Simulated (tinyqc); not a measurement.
k.p values derived from sp3s* tight binding at Gamma, step by step. Values are carried at full precision from step to step, so a last printed digit may differ when a step is redone from the rounded ones.

At Gamma the states are two-level mixtures: s-like S+ (upper) and S- (lower) from [[Esa, Vss], [Vss, Esc]], p-like P- (valence) and P+ from [[Epa, Vxx], [Vxx, Epc]], and the bare s* levels. With real k in 1/angstrom and kz = 0, the phase sums over the four bonds are g0 = 1 - (a k/4)^2/2, g1 = i a kx/4, g3 = -(a/4)^2 kx ky to second order. Each mixture is written (anion, cation) with the anion part positive. c = hbar^2/2m0. No spin-orbit coupling.

Constants: hbar^2/2m0 = 3.80998211 eV angstrom^2.

Parameters, chosen for this exercise (near a published set for GaSb, fitted to gaps, whose masses and valley positions are rough; shifted at random, so the results belong to these values and not to a real crystal): Esa = -7.336 eV (s level of the anion); Esc = -3.947 eV (s level of the cation); Epa = 0.862 eV (p level of the anion); Epc = 2.933 eV (p level of the cation); Vss = -6.09 eV (s-s); Vxx = 1.565 eV (px-px); a = 6.096 angstrom (lattice constant); Vsapc = 4.958 eV (s anion, p cation); Vscpa = 4.69 eV (s cation, p anion); Vxapc = 5.044 eV (s* anion, p cation); Vpaxc = 4.231 eV (p anion, s* cation); Exa = 6.604 eV (s* level of the anion); Exc = 6.057 eV (s* level of the cation); Vxy = 4.087 eV (px-py).

## States at Gamma

Solve the two blocks.

States:
```
state     E (eV)  anion part  cation part
S-     -11.96285    0.796260     0.604955
P-       0.02094    0.880854    -0.473388
S+       0.67985    0.604955    -0.796260
P+       3.77406    0.473388     0.880854
```

## Linear terms and the Kane energy

<s state|dH/dkx|x state> = i P with P = (a/4)(sa pc Vsapc + sc pa Vscpa), sa, sc and pa, pc being the parts of the two states; for s* on the anion P = (a/4) pc Vxapc, on the cation (a/4) pa Vpaxc. Ep = P^2/c for S+ to P-.

Couplings:
```
pair       P (eV angstrom)  E(first) - E(second) (eV)
S+ to P-          -7.17709                    0.65891
S+ to P+           1.33221                   -3.09421
S- to P-           0.96061                  -11.98379
s*a to P-         -3.63896                    6.58306
s*c to P-          5.67978                    6.03606
```

Ep = 13.520 eV

The two terms of S+ to P- have the same sign and add: S+ and P- both change sign from anion to cation. An on-site momentum element between s and p, which real atoms have, is absent from this model.

## Electron mass

m0/m = [<S+|d2H/dkx^2|S+>/2 + sum P^2/(E(S+) - E(P))]/c over P- and P+, with the direct term -(a/4)^2 sa sc Vss.

parts of m0/m: direct -1.788, from P- 20.519, from P+ -0.151

mass = 0.0538 m0

The valence band supplies 110 % of m0/m; the direct term, which stands in for the free-electron 1, is -1.79. Sets of this kind were fitted to gaps and often give too heavy a mass, by up to a factor of two.

## Valence parameters L, M, N and the Luttinger values

Direct terms d0 = -(a/4)^2 pa pc Vxx, dN = -2 (a/4)^2 pa pc Vxy for P-. F = sum P^2/(E(P-) - E(s)) over S+, S-, s*a, s*c. The y state of P- couples to the z state of P+ through Q = (a/4) Vxy (pa p'c - pc p'a), primes for P+, and H1 = Q^2/(E(P-) - E(P+)). L = d0 + F, M = d0 + H1, N = dN + F + H1; g1 = -(L + 2M)/(3c), g2 = -(L - M)/(6c), g3 = -N/(6c).

d0, dN, F, Q, H1 (eV angstrom^2; Q in eV angstrom): [1.5157, 7.9164, -85.4547, 6.2286, -10.3368]

L, M, N (eV angstrom^2): [-83.939, -8.821, -87.875]

g1, g2, g3: [8.887, 3.286, 3.844]

Along [100] the masses without spin-orbit coupling are c/|L| = 0.045 (one band) and c/|M| = 0.432 (two bands).

## Checks

- Electron mass against a finite difference of the full bands: 0.05382 against 0.05383.
- L and M against finite differences along [100]: largest relative difference 1.1e-04.
- Lowest curvature along [111], (L + 2M + 2N)/3, against a finite difference: -92.444 against -92.433.

tinyqc: `OMP_NUM_THREADS=1 python tinyqc.py 1480851 1480852 out.jsonl`; about 0.01 s, one thread, shared Intel(R) Xeon(R) Processor @ 2.30GHz.
